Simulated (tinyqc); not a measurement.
Activation against anneal temperature: dopants and charged point defects at anneal temperature: Fermi-level effect, clustering and pairing. Computed by tinyqc, a small Python program. Command: `OMP_NUM_THREADS=1 python tinyqc.py 3000038 3000039 out.jsonl pairing walk`. One thread of a shared host (Intel(R) Xeon(R) Processor @ 2.30GHz), about 0.02 s of CPU time with the checks.

Boltzmann statistics and full ionisation of active dopants. Energies are counted from the valence band; the defect (a vacancy or self-interstitial) has five charge states, with all degeneracy factors one.

Inputs (values chosen for the exercise, with bands modelled on InP):
```
quantity                      value   unit
gap at 0 K E_g0                1.43     eV
Varshni alpha               0.00035   eV/K
Varshni beta                    161      K
electron mass m_e            0.0818    m_0
valleys M_c                       1      -
hole mass m_h                 0.598    m_0
anneal temperature T            950      K
total dopant density N      6.5e+19  cm^-3
site density N_s            4.2e+22  cm^-3
dopant atoms per cluster k        2      -
cluster binding energy E_b     1.26     eV
```

Dopant: donor. Second part: clustering of the dopant.

Constants: m_0 = 9.1093837015e-31 kg; k_B = 1.380649e-23 J/K; h = 6.62607015e-34 J s; k_B = 8.617333262e-05 eV/K.

Method:
- E_g = E_g0 - alpha T^2/(T + beta).
- N_c = 2 M_c (2 pi m_e k_B T/h^2)^(3/2) and N_v = 2 (2 pi m_h k_B T/h^2)^(3/2), masses in units of m_0.
- n_i = sqrt(N_c N_v) exp(-E_g/2 k_B T); E_i = E_g/2 + (k_B T/2) ln(N_v/N_c).
- n = A/2 + sqrt(A^2/4 + n_i^2) for an active density A.
- k ionised dopants and k carriers form one neutral cluster: C = N_s (A/N_s)^k (n/N_b)^k exp(E_b/k_B T), N_b the effective density of states of the majority band, and N = A + k C (60 bisections in ln A between ln N - 90 and ln N).

Equilibrium activation:
```
T (K)  n_i (cm^-3)  active A (cm^-3)  clusters C (cm^-3)  active share
570     1.5874e+13        6.9493e+16          3.2465e+19      0.001069
660     1.5120e+14        1.8591e+17          3.2407e+19      0.002860
760     1.0200e+15        4.2789e+17          3.2286e+19      0.006583
860     4.5245e+15        8.2001e+17          3.2090e+19      0.012615
950     1.3447e+16        1.3190e+18          3.1840e+19      0.020293
1040    3.3528e+16        1.9643e+18          3.1518e+19      0.030220
1140    7.9112e+16        2.8534e+18          3.1073e+19      0.043898
```

What does the comparison show, and why?

The active share goes from 0.00107 at 570 K to 0.0439 at 1140 K, so a layer activated by a hot, short anneal is metastable and deactivates in later, cooler steps if the dopant can move. Over the first three rows, where most dopant is clustered, a fit of ln A rises with slope 0.357 eV against -1/k_B T, near E_b/(2k) = 0.315 eV plus 0.75 k_B T.
